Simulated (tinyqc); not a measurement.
Inside a calculation. Method: UHF in the sto-6g basis, for Li, spin multiplicity 2. This run ends on a higher stationary point, not on the lowest solution. Computed by tinyqc, a small Python program that keeps every step (integrals from PySCF). Settings: charge = 0, multiplicity = 2, basis = sto-6g, energy threshold = 1e-08, iteration cap = 63, orthogonalisation = symmetric, start = highest core orbitals, DIIS depth = 3, damping = 0.7, method = UHF. Command: `OMP_NUM_THREADS=1 python tinyqc.py 22859 22860 out.jsonl` (the two numbers bound the seeds that draw the settings). One thread of a shared host (Intel(R) Xeon(R) Processor @ 2.60GHz), about 0.1 s of CPU time with the checks.

Geometry (angstrom):

| atom | x | y | z |
|---|---|---|---|
| Li | 0.000000 | 0.000000 | 0.000000 |

Stop when the energy changes by less than 1e-08 hartree and every element of the error matrix X^T (F D S - S D F) X (for each spin) is below 3e-05.

Course of the cycle:

| iteration | E (hartree) | change | largest element of the error matrix |
|---|---|---|---|
| 1 | -1.78495639 | - | 0.000000 |
| 2 | -3.53314390 | -1.75e+00 | 1.03e-02 |
| 3 | -4.70994596 | -1.18e+00 | 2.97e-02 |
| 4 | -5.51087617 | -8.01e-01 | 4.78e-02 |
| 5 | -6.06077064 | -5.50e-01 | 5.99e-02 |
| 6 | -6.44058013 | -3.80e-01 | 6.77e-02 |
| 7 | -6.70383869 | -2.63e-01 | 7.41e-02 |
| 8 | -6.83141326 | -1.28e-01 | 1.05e-01 |
| 9 | -6.97006309 | -1.39e-01 | 9.41e-02 |
| 10 | -7.06952882 | -9.95e-02 | 9.12e-02 |
| 11 | -7.14206380 | -7.25e-02 | 6.31e-02 |
| 12 | -7.19378642 | -5.17e-02 | 4.42e-02 |
| 13 | -7.23044346 | -3.67e-02 | 3.09e-02 |
| 14 | -7.25632541 | -2.59e-02 | 2.16e-02 |
| ... | ... | ... | ... |
| 43 | -7.31742886 | -8.50e-07 | 6.95e-07 |
| 44 | -7.31742946 | -5.95e-07 | 4.86e-07 |
| 45 | -7.31742987 | -4.17e-07 | 3.40e-07 |
| 46 | -7.31743017 | -2.92e-07 | 2.38e-07 |
| 47 | -7.31743037 | -2.04e-07 | 1.67e-07 |
| 48 | -7.31743051 | -1.43e-07 | 1.17e-07 |
| 49 | -7.31743061 | -1.00e-07 | 8.17e-08 |
| 50 | -7.31743068 | -7.00e-08 | 5.72e-08 |
| 51 | -7.31743073 | -4.90e-08 | 4.01e-08 |
| 52 | -7.31743077 | -3.43e-08 | 2.80e-08 |
| 53 | -7.31743079 | -2.40e-08 | 1.96e-08 |
| 54 | -7.31743081 | -1.68e-08 | 1.37e-08 |
| 55 | -7.31743082 | -1.18e-08 | 9.62e-09 |
| 56 | -7.31743083 | -8.24e-09 | 6.73e-09 |

Can the last value be used, and what does the course show?

No, though the log alone does not show it. Converged in 56 iterations. But the solution lies 0.08250 hartree above the reference: it is another stationary point, not the lowest one. Reruns (cap 100 unless said): DIIS 8: converged in 12 to a higher stationary point; damping 0.5: converged in 30 to a higher stationary point; level shift 0.5: converged in 9 to a higher stationary point; atomic densities as start, DIIS 8: converged in 5. PySCF UHF in the same basis, after a stability check = -7.39993123 hartree.
